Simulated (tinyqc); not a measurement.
Vacuum evaporation: vapour pressure, source flux, thickness distribution, purity and step coverage: one step, computed by the program tinyqc. Command: `OMP_NUM_THREADS=1 python tinyqc.py 3113368 3113369 out.jsonl evap walk`. One thread of a shared host (Intel(R) Xeon(R) Processor @ 2.30GHz), about 0.01 s of CPU time with the checks.

Molecular flow, unit sticking of the metal, no re-evaporation. The background gas is taken as water vapour (18.015 g/mol, collision diameter 0.37 nm) at 300 K.

Problem. Offset source and rotation. Rotating wafer, source offset by s and facing upwards: thickness at radius r is the mean over the angle a of (1 + (r^2 + s^2 - 2 r s cos a)/h^2)^(-(n + 3)/2), by 360 equal steps; non-uniformity (max - min)/(max + min) over 21 radii from 0 to R.

Inputs (values chosen for the exercise, modelled on nickel, with constants for the liquid):

| quantity | value | unit |
|---|---|---|
| directionality n | 1 | - |
| source-to-wafer distance h | 44 | cm |
| wafer radius R | 15 | cm |
| source offset from the axis s/h | 0.41 | - |

Give: centre thickness relative to an axial source; edge over centre, rotating; non-uniformity, rotating.

Solution.

centre thickness relative to an axial source = 0.7329

edge over centre, rotating = 0.8897

non-uniformity, rotating = 5.838 %
